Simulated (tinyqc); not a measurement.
Heavy doping: gap narrowing, degeneracy and the minority density: one step. Degeneracy of the majority band. Four cases, with inputs chosen for the exercise.

Task: Solve for eta and form gam.

F_j(eta) = (1/Gamma(j + 1)) integral_0^infinity x^j dx/(1 + exp(x - eta)), which tends to exp(eta) for eta << 0.

Majority: N = Nv F_1/2(eta), eta the distance of EF beyond the majority band edge in kT. Degeneracy factor gam = F_1/2(eta)/exp(eta). ni0^2 = Nc Nv exp(-Eg/kT); product n p = ni0^2 gam exp(dEg/kT), dEg the true narrowing; apparent narrowing dEa = dEg + kT ln gam; minority density = n p/N.

Give: N/Nv; eta; gam.

Case 1.

Values chosen (out of a larger set: gap and densities of states near those of Si at this temperature; narrowing constants near the fits for Si; not measured data): N = 1.2e+19 1/cm^3 (ionised acceptors, equal to the majority density); Nv = 1.09e+19 1/cm^3 (valence-band density of states).

Result:

N/Nv = 1.101
eta = 0.4796
gam = 0.6815

Case 2.

Values chosen (out of a larger set: gap and densities of states near those of Si at this temperature; narrowing constants near the fits for Si; not measured data): N = 3e+18 1/cm^3 (ionised acceptors, equal to the majority density); Nv = 1.76e+19 1/cm^3 (valence-band density of states).

Result:

N/Nv = 0.1705
eta = -1.7092
gam = 0.9416

Case 3.

Values chosen (out of a larger set: gap and densities of states near those of Si at this temperature; narrowing constants near the fits for Si; not measured data): N = 1.8e+19 1/cm^3 (ionised acceptors, equal to the majority density); Nv = 1.14e+19 1/cm^3 (valence-band density of states).

Result:

N/Nv = 1.579
eta = 1.0032
gam = 0.5790

Case 4.

Values chosen (out of a larger set: gap and densities of states near those of GaAs at this temperature; narrowing constants of the size fitted for Si, not for this material; not measured data): N = 2.1e+18 1/cm^3 (ionised acceptors, equal to the majority density); Nv = 7.35e+18 1/cm^3 (valence-band density of states).

Result:

N/Nv = 0.2857
eta = -1.1521
gam = 0.9043

Computed by tinyqc, one run a case: `OMP_NUM_THREADS=1 python tinyqc.py N N+1 out.jsonl` with N = 1651643, 1652743, 1680013, 1680071; one thread of a shared Intel(R) Xeon(R) Processor @ 2.30GHz, about 0.01 s a run at most.
